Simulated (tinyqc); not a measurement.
Trap density from the leakage.

Inverse problem. Trap-assisted leakage is J = q Nt times the integral over x of the rate through one trap. Find Nt, the areal density Nt t and the mean in-plane spacing (Nt t)^(-1/2).

Inputs (values chosen for the exercise): thickness t = 6.2 nm.

Constants: q = 1.602176634e-19 C. Results are converted to the units shown.

J = 1.6613126e-10 A/cm^2
integral of the rate over x = 0.029625994 nm/s

Solution. J is proportional to Nt.

Nt = 3.500e17 cm^-3
Nt t = 2.170e11 cm^-2
in-plane spacing = 21.47 nm

tinyqc, about 0.03 s, one thread, Intel Xeon 2.30GHz (shared host): `OMP_NUM_THREADS=1 python tinyqc.py 2370002 2370003 out.jsonl`
